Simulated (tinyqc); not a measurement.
Sub-threshold conduction and electro-thermal threshold of an amorphous chalcogenide: one step of the calculation.

Trap-limited conduction: I = I0 exp(-Ea/kB T) sinh(q V dz/(2 ua kB T)), I0 = 2 q A Nt dz/ta. One lumped temperature T = T0 + Rt I V. The threshold is the largest V for which a steady state exists on the low-current branch.

Problem. Self-heating. I at the present T, then T(new) = T0 + Rt I V.

Parameters, values chosen for the exercise; values of the order of Ge-Sb-Te and related chalcogenides:
- T0 = 300 K (ambient temperature)
- A = 2100 nm^2 (cross-section)
- ua = 35 nm (amorphous thickness)
- dz = 4.3 nm (distance between traps)
- Ea = 0.37 eV (activation energy)
- Nt = 3.5e19 cm^-3 (trap density)
- ta = 2e-14 s (attempt time)
- Rt = 5.6 K/uW (thermal resistance)
- V = 2.9 V (voltage across the amorphous layer)

Constants: q = 1.602176634e-19 C, kB = 1.380649e-23 J/K. Results are converted to the units shown.

T at the start = 300 K

Find: I; T after iteration 1.

Solution.

I = 1.515 uA
T after iteration 1 = 324.6 K

Range of the model: Purely electronic switching mechanisms, filaments and series resistance are left out.

tinyqc, about 0.01 s, one thread, Intel Xeon 2.30GHz (shared host): `OMP_NUM_THREADS=1 python tinyqc.py 2490117 2490118 out.jsonl`
